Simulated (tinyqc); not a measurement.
Surface concentration from sheet resistance and junction depth.

Problem. An n-type layer has N(x) = N0 exp(-(x/Ld)^2), xj = Ld sqrt(ln(N0/Nb)), N0 below Ns. Active dopant A = min(N, Ns); n = A - Nb; mobility mu = m1 + (m2 (T/300 K)^(-bt) - m1)/(1 + ((A + Nb)/Nr)^am). 1/Rs = q times the integral of n mu from 0 to xj. Find N0, Ld and the dose down to xj.

Values chosen for this exercise:
```
symbol,value,unit,meaning
T,250,K,temperature
Nb,1.8e17,cm^-3,background doping of the opposite type
m1,69.2,cm^2/(V s),mobility limit at high doping
m2,1420,cm^2/(V s),"mobility limit at low doping, at 300 K"
Nr,9.23e16,cm^-3,reference doping of the mobility law
am,0.694,,exponent of the mobility law
bt,2.1,,temperature exponent of m2
Ns,4.12e20,cm^-3,solubility limit of active dopant
```

Constants: q = 1.602176634e-19 C. Results are converted to the units shown.

Rs = 29.361048 ohm/square
xj = 321.89175 nm

Solution. For a given shape and background, Rs xj depends on N0 alone and falls as N0 rises (an Irvin curve), so it fixes N0; xj then gives Ld.

N0 = 2.400e20 cm^-3
Ld = 120.0 nm
dose = 2.552e15 cm^-2

tinyqc, about 0.01 s, one thread, Intel Xeon 2.30GHz (shared host): `OMP_NUM_THREADS=1 python tinyqc.py 2110039 2110040 out.jsonl`
